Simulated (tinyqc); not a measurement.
Inside a calculation: free and nearly free electrons in a metal. Values are carried at full precision from step to step, so a last printed digit may differ when a step is redone from the rounded ones.

The cubic cell holds 4 atoms: n = 4 z/a^3, kF = (3 pi^2 n)^(1/3), EF = c kF^2/m, vF = 2 c kF/(m hbar), c = hbar^2/2m0; rs = (3/(4 pi n))^(1/3)/a0; D(EF) = 3 n/(2 EF).

Constants: hbar^2/2m0 = 3.80998211 eV angstrom^2; hbar = 6.58211957e-16 eV s; a0 (Bohr radius) = 0.5291772105 angstrom; kB = 8.617333262e-05 eV/K.

Parameters, chosen for this exercise (near those of Co, whose d bands this model ignores; shifted at random, so the results belong to these values and not to a real crystal):
```
symbol  value  unit          meaning
a       3.553  angstrom      fcc lattice constant
z       2                    free electrons an atom
m       1.14   m0            mass
rho     6.57   micro-ohm cm  bulk resistivity
T       290    K
V       0.23   eV            |V_G| for G = (111)
x       0.84                 k along G as a share of |G|/2
```

## The Fermi sphere

Evaluate the free-electron quantities.

n = 0.17836 1/angstrom^3
kF = 1.7414 1/angstrom
EF = 10.135 eV
vF = 1.768e+06 m/s
rs = 2.083
D(EF) per atom = 0.2960 1/eV

## Relaxation time and mean free path

Drude: 1/rho = n e^2 tau/(m m0) with e = 1.602176634e-19 C and m0 = 9.1093837e-31 kg; mean free path l = vF tau; rho l = hbar kF/(n e^2) = 12 pi^3 hbar/(e^2 S) with S = 4 pi kF^2 does not depend on tau or m.

Use SI units: n in 1/m^3 (1e30 per 1/angstrom^3), rho in ohm m (1e-8 per micro-ohm cm).

tau = 3.45 fs
l = 6.11 nm
rho l = 4.011 1e-16 ohm m^2

Wires lose conductivity to surfaces and grain boundaries, with an excess that scales as rho l over the width and is of the order of rho itself at a width of l = 6 nm. For a transition metal free electrons can miss l and rho l by a factor of two.

## Thermal quantities

gamma = (pi^2/3) kB^2 D(EF) per atom, times 96485.33 x 1e3 for mJ/(mol K^2); mu(T) = EF (1 - (pi kB T/EF)^2/12); Wiedemann-Franz kappa = L0 T/rho with L0 = (pi^2/3) (kB/e)^2, kB/e in V/K.

gamma = 0.698 mJ/(mol K^2)
mu - EF = -0.0507 meV
kappa = 108 W/(m K)

The d states at EF, left out, make the measured gamma larger, several times so for Co.

## The sphere against the zone faces

Take G = (hkl) 2 pi/a for (111), (200) and (220), with the number of equivalent faces. The Bragg plane of G lies at |G|/2 with |G| = (2 pi/a) sqrt(h^2 + k^2 + l^2). Where kF exceeds it, the sphere cuts the plane in a circle of radius sqrt(kF^2 - G^2/4).

Distance and circle for each G:
```
G      faces  |G|/2 (1/angstrom)  kF/(|G|/2)  circle radius
(111)      8              1.5315      1.1371         0.8289
(200)      6              1.7684      0.9847              -
(220)     12              2.5009      0.6963              -
```

The sphere crosses the (111) faces, so electrons spill into higher zones.

## Two plane waves near the face

Two plane waves k and k - G, G = (111) (2 pi/a): H = [[c k^2/m, V], [V, c (k - G)^2/m]] with c = hbar^2/2m0.

Build H for k along G, diagonalise, and give the weight of the first wave in the lower state and its velocity along G relative to a free electron, (w k + (1 - w)(k - G))/k.

H (eV):
```
[[5.5310, 0.2300],
 [0.2300, 10.5479]]
```

levels (eV): [5.5205, 10.5584]

w = 0.9979
v/v_free = 0.9950

The splitting is 5.038 eV here and 2V = 0.46 eV on the face, where the normal velocity vanishes. There the lower band lies at 7.609 eV and the upper at 8.069 eV, both below the free EF of 10.135 eV: the face centre is filled in both bands and band 2 holds electrons here, while band 1 may keep holes at the zone corners.

## Checks

- Lower level against the closed form of the 2 x 2 problem (eV): both 5.5205.
- The product rho l against hbar kF/(n e^2) (1e-16 ohm m^2): both 4.011.

Program tinyqc; command `OMP_NUM_THREADS=1 python tinyqc.py 1680007 1680008 out.jsonl`; about 0.01 s on one thread of a shared Intel(R) Xeon(R) Processor @ 2.30GHz.
